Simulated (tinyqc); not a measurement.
Worked calculation: Jacobi rotations on a symmetric matrix. One step of it, computed by the program tinyqc.

Task: Jacobi rotation 1. Take the largest off-diagonal element A_pq; tan 2 theta = 2 A_pq / (A_qq - A_pp) with |theta| <= pi/4; A' = J^T A J with J_pp = J_qq = cos, J_pq = sin, J_qp = -sin.

A:
```
           1          2          3          4          5          6
1   0.416000   0.667000  -0.335000   0.399000  -0.192000  -0.061000
2   0.667000   0.576000   0.044000  -0.742000  -0.565000   0.064000
3  -0.335000   0.044000   0.858000   0.947000  -0.560000   0.166000
4   0.399000  -0.742000   0.947000   0.988000   0.030000   0.610000
5  -0.192000  -0.565000  -0.560000   0.030000   1.462000  -0.809000
6  -0.061000   0.064000   0.166000   0.610000  -0.809000   1.689000
```

Give: p, q, theta; A'.

Result:

p, q, theta (rad): 3.0000  4.0000  0.7511

A':
```
         1        2        3        4        5        6
1   0.4160   0.6670  -0.5172   0.0630  -0.1920  -0.0610
2   0.6670   0.5760   0.5386  -0.5123  -0.5650   0.0640
3  -0.5172   0.5386  -0.0262   0.0000  -0.4298  -0.2950
4   0.0630  -0.5123   0.0000   1.8722  -0.3603   0.5591
5  -0.1920  -0.5650  -0.4298  -0.3603   1.4620  -0.8090
6  -0.0610   0.0640  -0.2950   0.5591  -0.8090   1.6890
```
